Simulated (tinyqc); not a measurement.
Bond-orbital model of a tetrahedral semiconductor (Harrison's universal couplings): one step. Bond and antibond. Four cases, with inputs chosen for the exercise.

Task: The 2 x 2 problem [[ehc, -V2], [-V2, eha]] gives (ehc + eha)/2 -/+ sqrt(V2^2 + V3^2); ap = V3/sqrt(V2^2 + V3^2), ac = V2/sqrt(V2^2 + V3^2); the bond has weight (1 + ap)/2 on the anion.

Hybrid level eh = (es + 3 ep)/4; metallic energy V1 = (ep - es)/4 for each atom; covalent energy V2 = 3.22 hbar^2/(m d^2); polar energy V3 = (ehc - eha)/2; hbar^2/m = 2c, c = hbar^2/2m0. Polarity ap = V3/sqrt(V2^2 + V3^2), covalency ac = V2/sqrt(V2^2 + V3^2). p-p coupling at Gamma Exx = (4/3)(2.22 - 2 x 0.63) hbar^2/(m d^2) = 1.28 hbar^2/(m d^2), s-s coupling Ess = 4 x 1.32 hbar^2/(m d^2).

Give: levels; ap; ac; weight on the anion.

Case 1.

hybrid levels (eV): cation -9.375000, anion -9.375000

V2, V3 (eV): [4.405394, 0.000000]

Result:

levels (eV): bond -13.7804, antibond -4.9696

ap = 0.0000
ac = 1.0000
weight on the anion = 0.5000

Case 2.

hybrid levels (eV): cation -7.170000, anion -12.000000

V2, V3 (eV): [4.368297, 2.415000]

Result:

levels (eV): bond -14.5764, antibond -4.5936

ap = 0.4838
ac = 0.8752
weight on the anion = 0.7419

Case 3.

hybrid levels (eV): cation -6.552500, anion -11.447500

V2, V3 (eV): [3.601868, 2.447500]

Result:

levels (eV): bond -13.3547, antibond -4.6453

ap = 0.5620
ac = 0.8271
weight on the anion = 0.7810

Case 4.

hybrid levels (eV): cation -9.202500, anion -9.202500

V2, V3 (eV): [4.155241, 0.000000]

Result:

levels (eV): bond -13.3577, antibond -5.0473

ap = 0.0000
ac = 1.0000
weight on the anion = 0.5000

Computed by tinyqc, one run a case: `OMP_NUM_THREADS=1 python tinyqc.py N N+1 out.jsonl` with N = 1480098, 1480233, 1480464, 1480973; one thread of a shared Intel(R) Xeon(R) Processor @ 2.30GHz, about 0.01 s a run at most.
